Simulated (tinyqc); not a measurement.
Self-consistent Fermi level with native defects, at growth and after a quench. Inputs raised by 2 %, one at a time. Computed by tinyqc, a small Python program. Command: `OMP_NUM_THREADS=1 python tinyqc.py 3024197 3024198 out.jsonl scfermi sens`. One thread of a shared host (Intel(R) Xeon(R) Processor @ 2.30GHz), about 0.1 s of CPU time with the checks.

Energies are counted from the top of the valence band (VBM); when the gap shrinks with temperature the conduction band moves and the levels stay. D and A draw on one reservoir with opposite signs, as the two vacancies of a compound do.

Inputs (values chosen for the exercise, for a model semiconductor):
```
quantity                                value   unit
gap E_g at 300 K                         1.25     eV
slope -dE_g/dT above 300 K            0.00061   eV/K
electron mass m_e                      0.0698    m_0
valleys M_c                                 1      -
hole mass m_h                           0.526    m_0
E_f of the neutral native donor D       2.197     eV
E_f of the neutral native acceptor A    1.874     eV
shift s of the chemical potential        0.18     eV
site density N_s                      3.5e+22  cm^-3
growth temperature T_g                    883      K
temperature of use T                      200      K
```

Added shallow dopant: none.

levels of D above the VBM, most positive state first (eV): 0.833  0.883  1.06

levels of A above the VBM, (0/-1) first (eV): 0.553  0.602

Constants: m_0 = 9.1093837015e-31 kg; k_B = 1.380649e-23 J/K; h = 6.62607015e-34 J s; k_B = 8.617333262e-05 eV/K.

Method:
- E_f(D, 0) = input + s and E_f(A, 0) = input - s; E_f(q, E_F = 0) follows from the levels, eps(q/q-1) = E_f(q - 1) - E_f(q) at E_F = 0.
- E_g(T) = E_g - slope x max(0, T - 300 K).
- N_c = 2 M_c (2 pi m_e k_B T/h^2)^(3/2) and N_v = 2 (2 pi m_h k_B T/h^2)^(3/2), masses in units of m_0.
- At growth T = T_g.
- n = N_c F_1/2((E_F - E_g)/k_B T), p = N_v F_1/2(-E_F/k_B T).
- F_1/2(eta) = (2/sqrt(pi)) int_0^infinity sqrt(x)/(1 + exp(x - eta)) dx, by the trapezoid rule in t = sqrt(x) with step 0.02 up to t = 12 (for eta < -12 by exp(eta) - exp(2 eta)/2^(3/2)).
- In equilibrium c_q = N_s exp(-(E_f(q, 0) + q E_F)/k_B T).
- Net charge = p - n + sum q c_q; the log ratio is ln(positive charge/negative charge).
- E_F is the root of the log ratio, by 50 bisections between -0.5 eV and E_g + 0.5 eV.
- After a quench the totals of D and A stay as grown, and each is shared among its charge states with weights exp(-(E_f(q, 0) + q E_F)/k_B T).

Runs:
```
input moved                                   from        to  E_F at growth (eV)  total D (cm^-3)  E_F after the quench (eV)  p after the quench (cm^-3)
base run                                         -         -             0.56756       1.3077e+15                     1.1036                  8.0676e-10
E_f of the neutral native acceptor A (eV)    1.874   1.91148             0.56757       1.3073e+15                     1.1058                  7.1236e-10
growth temperature T_g (K)                     883    900.66             0.56570       1.9687e+15                     1.1061                  7.0038e-10
gap E_g at 300 K (eV)                         1.25     1.275             0.57882       8.4305e+14                     1.1032                  8.2552e-10
site density N_s (cm^-3)                   3.5e+22  3.57e+22             0.56764       1.3296e+15                     1.1037                  8.0297e-10
temperature of use T (K)                       200       204             0.56756       1.3077e+15                     1.1029                  3.0441e-09
electron mass m_e (m_0)                     0.0698  0.071196             0.56655       1.3602e+15                     1.1040                  7.9113e-10
hole mass m_h (m_0)                          0.526   0.53652             0.56845       1.2630e+15                     1.1032                  8.5416e-10
```

Exponents ln(y'/y) / ln(x'/x):
```
input                                 E_F at growth  total D  E_F after the quench  p after the quench
E_f of the neutral native acceptor A          0.001   -0.017                 0.098              -6.284
growth temperature T_g                       -0.165   20.660                 0.111              -7.141
gap E_g at 300 K                              0.992  -22.169                -0.018               1.160
site density N_s                              0.007    0.837                 0.004              -0.238
temperature of use T                          0.000    0.000                -0.034              67.059
electron mass m_e                            -0.090    1.987                 0.015              -0.988
hole mass m_h                                 0.079   -1.757                -0.022               2.883
```

Among the inputs moved here: E_F at growth answers most in size to gap E_g at 300 K (exponent +0.992), next to growth temperature T_g (-0.165); its exponent is below 0.0005 for temperature of use T. total D answers most in size to gap E_g at 300 K (exponent -22.169), next to growth temperature T_g (+20.660); its exponent is below 0.0005 for temperature of use T. E_F after the quench answers most in size to growth temperature T_g (exponent +0.111), next to E_f of the neutral native acceptor A (+0.098). p after the quench answers most in size to temperature of use T (exponent +67.059), next to growth temperature T_g (-7.141).
